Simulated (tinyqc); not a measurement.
A log to judge: molecular dynamics of a small cluster by velocity Verlet steps. Computed by tinyqc. Command: `OMP_NUM_THREADS=1 python tinyqc.py 3013534 3013535 out.jsonl verlet walk`. One thread of a shared host (Intel(R) Xeon(R) Processor @ 2.30GHz), about 0.04 s of CPU time with the checks.

E = sum_(i<j) phi(r_ij), phi(r) = eps [exp(-2 alpha (r - r0)) - 2 exp(-alpha (r - r0))]; the force on i is -sum_j phi'(r_ij) (R_i - R_j)/r_ij.

Inputs (values chosen for the exercise, for model atoms):
```
quantity               value        unit
length r0               2.35    angstrom
well depth eps           0.4          eV
stiffness alpha         1.89  1/angstrom
atomic mass M            197           u
time step dt             130          fs
steps                    200           -
target temperature T0    200           K
coupling time tau        100          fs
```

Potential: Morse. Thermostat: Berendsen.

starting positions (angstrom):
```
           x     y      z
atom 1  0.01  0.02  -0.02
atom 2  2.36  0.02      0
atom 3  1.14  2.05      0
atom 4  1.17  0.64   1.91
```

starting velocities (angstrom/fs):
```
               x         y         z
atom 1   0.00012         0   0.00122
atom 2   0.00135   0.00059  -0.00057
atom 3  -0.00014    0.0002  -0.00023
atom 4  -0.00134  -0.00078  -0.00043
```

Constants: 1 eV/(angstrom u) = 9.648533212e-03 angstrom/fs^2; k_B = 8.617333262e-05 eV/K.

Method. Velocity Verlet: a = c F/M with c = 9.648533212e-3 angstrom/fs^2 per eV/(angstrom u); R(new) = R + v dt + a dt^2/2; v(new) = v + (a + a(new)) dt/2. Kinetic energy K = M v^2/(2c); temperature T = 2K/((3N - 3) k_B), rotation of the cluster included. After each step v is scaled by sqrt(1 + (dt/tau)(T0/T - 1)). Spread = largest minus smallest value. The test of the step is the spread (largest minus smallest) of the total energy over the run without thermostat, against the spread of K; the step passes below 5 %. The mean T is over the second half.

Course of the run (evenly spaced rows):
```
step  t (fs)        U (eV)    K (eV)    U + K (eV)    T (K)
0          0  -2.39699e+00  0.068396  -2.32860e+00  176.378
14      1820  -2.14555e+00  0.000000  -2.14555e+00    0.000
28      3640  -2.73669e-01  0.000000  -2.73669e-01    0.000
42      5460  -1.49366e+00  0.004444  -1.48922e+00   11.460
56      7280  -2.08968e-01  0.000000  -2.08968e-01    0.000
70      9100  -8.95014e-01  0.000000  -8.95014e-01    0.000
84     10920  -2.73057e-04  0.100823   1.00550e-01  260.000
98     12740  -1.38473e-01  0.049363  -8.91095e-02  127.297
112    14560  -1.21038e-02  0.100716   8.86127e-02  259.726
126    16380  -2.93505e-01  0.036565  -2.56940e-01   94.292
140    18200  -1.31844e-01  0.052086  -7.97586e-02  134.317
154    20020  -9.82080e-03  0.075777   6.59557e-02  195.411
168    21840  -6.04248e-02  0.000000  -6.04248e-02    0.000
182    23660  -3.64668e-01  0.032284  -3.32384e-01   83.254
196    25480  -1.43378e-03  0.000000  -1.43378e-03    0.000
```

Can the last value be used, and what does the course show?

No. The total energy spreads by 110 % of the swings of K: with omega_max dt = 3.08 the step is too long, beyond the stability limit of 2. Reruns converge with time step dt = 16.0. Reruns still fail with time step dt = 91.0.
